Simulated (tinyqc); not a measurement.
From results back to parameters: Franz-Keldysh effect at a direct gap. Two cases, with inputs chosen for the exercise.

Problem. In modulation spectra the extrema of the oscillations lie at E_n = Eg + th (3 pi (n - 1/2)/4)^(2/3) (the phase constant is taken as pi/2 here), with th = (c (e Fd)^2/mr)^(1/3), mr = me mhh/(me + mhh), c = hbar^2/2m0; 1 kV/cm = 1e-5 V/angstrom. Extrema n = 2 and n = 4 are given; Eg and the field are hidden.

Constants: hbar^2/2m0 = 3.80998211 eV angstrom^2.

Find: th; Eg; Fd.

Method. E_n is linear in (3 pi (n - 1/2)/4)^(2/3): the slope is th and the intercept Eg; then e Fd = sqrt(th^3 mr/c).

Case 1.

Values chosen (out of a larger set: near those of GaAs; not measured data): me = 0.0662 m0 (electron mass); mhh = 0.477 m0 (heavy-hole mass).

E_2 = 1.48009 eV
E_4 = 1.50597 eV

Solution.

th = 14.69 meV
Eg = 1.446 eV
Fd = 22 kV/cm

Case 2.

Values chosen (out of a larger set: near those of GaAs; not measured data): me = 0.0647 m0 (electron mass); mhh = 0.496 m0 (heavy-hole mass).

E_2 = 1.47565 eV
E_4 = 1.51942 eV

Solution.

th = 24.85 meV
Eg = 1.418 eV
Fd = 48 kV/cm

Computed by tinyqc, one run a case: `OMP_NUM_THREADS=1 python tinyqc.py N N+1 out.jsonl` with N = 1681840, 1682178; one thread of a shared Intel(R) Xeon(R) Processor @ 2.30GHz, about 0.01 s a run at most.
